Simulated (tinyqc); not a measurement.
# Schottky emission and Poole-Frenkel conduction in an insulator, and how to tell them apart: activation energy against field

Schottky emission (electrode-limited): J = As T^2 exp[-(pb - b sqrt(F))/Vt], b = sqrt(q/(4 pi eps0 ei)). Poole-Frenkel emission (bulk-limited): J = s0 F exp[-(pt - 2 b sqrt(F))/Vt]. F in V/cm.

The activation energy is -d ln J/d(q/kB T) at fixed F.

Values chosen for this exercise; dielectric values close to those of silicon nitride:
```
symbol,value,unit,meaning
T,325,K,temperature
ei,3.82,,high-frequency relative permittivity
pt,0.73,eV,trap depth
s0,0.026,S/cm,Poole-Frenkel prefactor
pb,1.15,eV,electrode barrier
As,64,A/(cm^2 K^2),Richardson constant
```

Constants: q = 1.602176634e-19 C, kB = 1.380649e-23 J/K, Vt = kB T/q, eps0 = 8.8541878128e-14 F/cm where lengths are in cm. Results are converted to the units shown.

Activation energy against field:
```
F (MV/cm)  sqrt(F) ((V/cm)^0.5)  J, Schottky (A/cm^2)  its Ea (eV)  J, Poole-Frenkel (A/cm^2)  its Ea (eV)
0.2                       447.2             2.205e-10        1.119                   1.227e-5       0.5563
0.46                      678.2              1.094e-9        1.074                   6.943e-4       0.4666
0.71                      842.6              3.418e-9        1.042                    0.01047       0.4028
0.97                      984.9              9.165e-9        1.015                     0.1028       0.3476
1.22                       1105              2.101e-8       0.9916                     0.6794       0.3011
1.48                       1217              4.567e-8       0.9698                      3.895       0.2576
1.73                       1315              9.055e-8       0.9506                      17.90       0.2193
1.99                       1411              1.754e-7       0.9321                      77.27       0.1822
```

Read the table: what changes, and by how much?

Both activation energies fall linearly in sqrt(F), the Poole-Frenkel one twice as fast (0.556 to 0.182 eV against 1.12 to 0.932 eV). They extrapolate to pt = 0.73 eV and to pb + 2 kB T = 1.21 eV, the 2 kB T coming from the T^2. The Schottky current is the smaller one in every row. For F = 1.73, 1.99 a Fowler-Nordheim estimate for tunnelling through pb with a mass of 0.4 m0 exceeds the Schottky current, so tunnelling, left out here, would compete.

tinyqc, about 0.01 s, one thread, Intel Xeon 2.30GHz (shared host): `OMP_NUM_THREADS=1 python tinyqc.py 2370139 2370140 out.jsonl`
